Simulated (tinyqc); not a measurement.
Temperatures in a stack of 4 dies with leakage feedback: one step of the calculation.

One-dimensional heat flow to a sink below die 0. The power of each die is released in a plane at its top; from the plane of die j > 0 heat crosses its silicon (ts), a bond layer and the wiring of die j - 1; from die 0 it crosses t0, paste and sink. Copper shares the path through bond and wiring in parallel: k_eff = fm km + (1 - fm) k. Silicon is taken at the temperature of the plane above it. Leakage is P_l exp((T - 350 K)/Tl).

Question. Resistances per area at 300 K. R = thickness/conductivity for each layer.

Parameters, values chosen for the exercise; conductivities of the order met in silicon, wiring layers, bonds and pastes: conductivity of silicon at 300 K k0 = 145 W/(m K); thickness of a thinned die ts = 20 um; thickness of the die next to the sink t0 = 300 um; thickness of the wiring layers tb = 10 um; conductivity of the wiring layers kb = 3.9 W/(m K); thickness of a bond layer tg = 30 um; conductivity of the bond dielectric kg = 0.6 W/(m K); area share of copper through bond and wiring fm = 0.2; conductivity of copper km = 390 W/(m K); paste and lid Rt = 0.25 K cm^2/W; heat sink Rs = 0.34 K cm^2/W.

Wanted: thick die; thinned die; k_eff of the bond; k_eff of the wiring; bond plus wiring; paste plus sink.

Answer.

thick die = 0.020690 K cm^2/W
thinned die = 0.0013793 K cm^2/W
k_eff of the bond = 78.480 W/(m K)
k_eff of the wiring = 81.120 W/(m K)
bond plus wiring = 0.0050554 K cm^2/W
paste plus sink = 0.59000 K cm^2/W

Program tinyqc, `OMP_NUM_THREADS=1 python tinyqc.py 2162124 2162125 out.jsonl`; Intel Xeon 2.30GHz, shared host, one thread, about 0.04 s.
